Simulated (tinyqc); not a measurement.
Energy conservation against the time step: molecular dynamics of a small cluster by velocity Verlet steps. Computed by tinyqc, a small Python program. Command: `OMP_NUM_THREADS=1 python tinyqc.py 3029285 3029286 out.jsonl verlet walk`. One thread of a shared host (Intel(R) Xeon(R) Processor @ 2.30GHz), about 0.1 s of CPU time with the checks.

E = sum_(i<j) phi(r_ij), phi(r) = eps [exp(-2 alpha (r - r0)) - 2 exp(-alpha (r - r0))]; the force on i is -sum_j phi'(r_ij) (R_i - R_j)/r_ij.

Inputs (values chosen for the exercise, for model atoms): length r0 = 2.32 angstrom; well depth eps = 0.23 eV; stiffness alpha = 1.91 1/angstrom; atomic mass M = 116 u; time step dt = 13 fs; steps = 200.

Potential: Morse.

starting positions (angstrom), rows atom 1, atom 2, atom 3, atom 4, columns x, y, z:
```
[[0.03, 0, 0.01],
 [2.37, -0.03, 0],
 [1.21, 2.02, 0.03],
 [1.18, 0.72, 1.91]]
```

starting velocities (angstrom/fs), rows atom 1, atom 2, atom 3, atom 4, columns x, y, z:
```
[[0.00012, -0.00076, -0.00053],
 [6e-05, 0.00103, -0.00029],
 [-0.0006, -0.0005, 0.00033],
 [0.00042, 0.00023, 0.0005]]
```

Constants: 1 eV/(angstrom u) = 9.648533212e-03 angstrom/fs^2; k_B = 8.617333262e-05 eV/K.

Method:
- Relax the cluster, diagonalise the Hessian (central differences): omega_max = sqrt(c lambda_max/M). Verlet steps are stable for omega_max dt < 2.
- Velocity Verlet: a = c F/M with c = 9.648533212e-3 angstrom/fs^2 per eV/(angstrom u); R(new) = R + v dt + a dt^2/2; v(new) = v + (a + a(new)) dt/2. Kinetic energy K = M v^2/(2c); temperature T = 2K/((3N - 3) k_B), rotation of the cluster included.
- Runs without thermostat over the same span of time, steps x dt; spread = largest minus smallest value. For contrast, the energy gained over the first 30 dt (dt of the inputs) by explicit Euler steps: R(new) = R + v dt, v(new) = v + a dt.

omega_max dt = 0.307177

Energy error (eV):
```
dt (fs)  omega_max dt  Verlet, spread of U + K  Euler, gain in U + K
1.625         0.03840               1.6440e-06               0.00249
3.250         0.07679               6.5761e-06               0.00546
6.500         0.15359               2.6268e-05               0.01324
13.000        0.30718               1.0492e-04               0.03945
26.000        0.61435               4.2020e-04               0.15546
39.000        0.92153               1.0160e-03               0.34174
```

What follows from these numbers?

The Verlet error grows as dt^2.00 between the first rows, the second order of the method. Euler steps gain energy steadily: over that short span the gain in the first row is already 1500 times the Verlet spread of the whole run, and it grows as dt^1.13, tending to the first order of that method as dt shrinks.

Extremes, crossings and ranges named in words are read from the listed rows.
